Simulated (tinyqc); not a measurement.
Heat flow across a film from the phonon Boltzmann equation in the relaxation-time approximation: one step, computed by the program tinyqc. Command: `OMP_NUM_THREADS=1 python tinyqc.py 3027319 3027320 out.jsonl slabbte walk`. One thread of a shared host (Intel(R) Xeon(R) Processor @ 2.30GHz), about 0.02 s of CPU time with the checks.

Two black walls, hot at x = 0 and cold at x = L, emit phonons isotropically. For one free path Lambda, with tau = x/Lambda, tau_L = L/Lambda and phi = (T - T_cold)/Delta T, energy balance gives phi(tau) = (1/2) [E2(tau) + int_0^tau_L phi(s) E1(|tau - s|) ds]; E_n are the exponential integrals. The flux over the ballistic flux C v Delta T/4 is psi = 1 - 2 int_0^tau_L phi(s) E2(s) ds, and kappa_eff/kappa = (3/4) tau_L psi. kappa = C v Lambda/3 is an input, so at fixed kappa a longer free path means a smaller C v.

Question. The small linear system for Lambda_1. Cut the film into n equal cells with constant phi, collocated at the centres c_i: the kernel integrates to A_ij = |E2(|c_i - e_j|) - E2(|c_i - e_(j+1)|)|/2 for cell edges e_j, and A_ii = 1 - E2(half a cell); solve (1 - A) phi = E2(c)/2; psi = 1 - 2 sum_j phi_j [E3(e_j) - E3(e_(j+1))].

Inputs (values chosen for the exercise, modelled on indium phosphide): film thickness L = 280 nm; free path Lambda_1 = 110 nm; cells n in the small system = 5.

Give: optical thickness tau_L; 1 - A; right-hand side E2(c)/2; flux weights E3(e_j) - E3(e_(j+1)).

Answer.

optical thickness tau_L = 2.545

1 - A, lower triangle (symmetric):
```
         1        2        3        4       5
1   0.5130
2  -0.1502   0.5130
3  -0.0562  -0.1502   0.5130
4  -0.0251  -0.0562  -0.1502   0.5130
5  -0.0121  -0.0251  -0.0562  -0.1502  0.5130
```

right-hand side E2(c)/2: 0.2565  0.1063  0.05011  0.02500  0.01290

flux weights E3(e_j) - E3(e_(j+1)): 0.2813  0.1116  0.05225  0.02598  0.01338
